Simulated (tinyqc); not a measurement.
Valley splitting in a one-orbital chain of atomic planes (second-neighbour model): sweeps and comparisons. A value that a table varies takes the place of the one given here.

Each (001) plane carries one orbital with energy e0, hopping v to the next plane and u to the second: E(phi) = e0 + 2 v cos(phi) + 2 u cos(2 phi), where phi = pi - k a/4 (the sign of every second orbital is chosen so that v > 0, which shifts the phase by pi). The minimum lies at cos(phi0) = -v/(4u), phi0 = pi - (pi/2) k0 for a valley at k0 (2 pi/a), and e0 puts it at zero. A slab of N planes has hard walls: the matrix simply ends.

A well of Nw planes between barriers of 40 planes each (as of a SiGe alloy, taken as an offset alone). With x = j - 39.5 for plane j = 0, 1, ..., the potential is V0 (f(x) + f(Nw - x)) + F (j - 40) a/4, f(y) = 1/(1 + exp(y/L)), a step for L = 0; L is in planes, 4 L is about the distance over which f goes from 0.88 to 0.12, and 1 MV/m = 1e-4 V/angstrom.

Constants: hbar^2/2m0 = 3.80998211 eV angstrom^2.

Inputs chosen for the exercise (near those of the Delta valleys of silicon; abrupt walls in this chain split the valleys several times more than measured wells; not measured data):
```
symbol  value  unit      meaning
a       5.422  angstrom  lattice constant; planes lie a/4 apart
ml      0.95   m0        longitudinal mass
N0      40               first number of planes
Nf      120              planes in the thick slab
V0      0.1    eV        barrier height
F       5      MV/m      field
Nw      50               planes in the well
k0      0.845  2 pi/a    position of the valley
```

## Splitting against the number of planes

u = 0.579353 eV
v = 0.558670 eV
e0 = 1.293388 eV
phi0 = 1.814270 rad

Ten slabs from N0 on, of thickness (N - 1) a/4 between the outer planes. Effective mass: E1 = (c/ml)(pi/W)^2 with W = (N + 2) a/4: the amplitude vanishes on two missing planes at each end, and the envelope has its nodes N + 2 spacings apart. Large-N estimate of the splitting: 16 pi^2 u |sin(phi0) sin((N + 2) phi0)|/(N + 2)^3.

Doublet (meV):
```
N   thickness (angstrom)  mean level  effective mass  splitting  estimate
40                 52.86       12.20           12.21      0.881     0.861
41                 54.22       11.63           11.65      0.531     0.561
42                 55.58       11.12           11.13      1.006     1.001
43                 56.93       10.62           10.64      0.012     0.038
44                 58.29       10.18           10.18      0.886     0.893
45                 59.64        9.74            9.75      0.389     0.370
46                 61.00        9.34            9.35      0.603     0.619
47                 62.35        8.97            8.97      0.616     0.607
48                 63.71        8.60            8.62      0.255     0.272
49                 65.06        8.28            8.28      0.663     0.662
```

The mean level falls smoothly, from 12.2 to 8.3 meV, within 0.2 % of the effective-mass value. The splitting swings between 0.012 (N = 43) and 1.006 meV (N = 42): one plane more or less changes the phase between the two walls by phi0 = 1.814 rad. The estimate misses the computed values by at most 0.030 meV.

## Splitting against the electric field

A thick slab in a field F: plane j = 0, 1, ... gains the energy F j a/4 (1 MV/m = 1e-4 V/angstrom), which presses the electron against the first wall. The exponent is the slope of ln(splitting) against ln F between 20 and 50 MV/m.

Doublet:
```
F (MV/m)  mean level (meV)  splitting (meV)  splitting/F (meV per MV/m)
1                     7.80           0.1411                      0.1411
2                    12.29           0.2794                      0.1397
5                    22.37           0.6987                      0.1397
10                   35.06           1.3977                      0.1398
20                   54.78           2.7966                      0.1398
30                   70.95           4.1965                      0.1399
50                   98.02           6.9987                      0.1400
```

exponent = 1.00

The splitting goes from 0.1411 to 6.9987 meV. At high field it grows as F^1.00: at a single hard wall it follows the squared slope of the envelope, which is proportional to F, while the level itself grows about as F^(2/3) (here F^0.64). A hard wall is the sharpest interface possible; real Si interfaces split several times less.

## Sharp and graded interfaces

The lowest doublet for several interface widths L.

Doublet:
```
L (planes)  4 L (angstrom)  mean level (meV)  splitting (micro-eV)
0.00                  0.00             19.83                703.15
0.25                  1.36             19.89                379.27
0.50                  2.71             19.99                 74.03
0.75                  4.07             20.11                 12.90
1.00                  5.42             20.28                  2.23
1.50                  8.13             20.71                  0.06
2.00                 10.84             21.26                  0.00
```

The mean level moves by +1.4 meV over the table, while the splitting falls from 703.1 micro-eV at a step to 2.23 at L = 1 plane, a factor 315. Coupling the valleys needs the Fourier component of the potential at twice the valley wave vector, a period of a few planes, and grading removes it. Random alloy disorder, left out here, sets the splitting once this part is gone.

## What each parameter does

Step interfaces (L = 0). u, v, e0 follow from 8 u sin^2(phi0) = (2c/ml)/(a/4)^2, v = -4u cos(phi0), e0 = 2u + v^2/(4u), c = hbar^2/2m0. Each row changes one parameter from the base and keeps the others.

Results:
```
case               mean level (meV)  splitting (micro-eV)
base                          19.83                 703.1
k0 = 0.855 2 pi/a             19.83                 740.0
ml = 1.045 m0                 19.21                 702.1
V0 = 0.15 eV                  20.51                 703.7
F = 10 MV/m                   29.51                1398.0
Nw = 51                       19.81                 746.8
```

The largest shifts from the base row, up to three for each result and ties (the steps differ in size, so this ranks the rows, not the parameters). mean level (meV): F +9.67, V0 +0.68, ml -0.62; unchanged at the printed digits by k0. splitting (micro-eV): F +694.8, Nw +43.6, k0 +36.8.

Run: tinyqc, `OMP_NUM_THREADS=1 python tinyqc.py 1482647 1482648 out.jsonl`; Intel(R) Xeon(R) Processor @ 2.30GHz, one thread, shared host; about 0.02 s of CPU time with all checks.
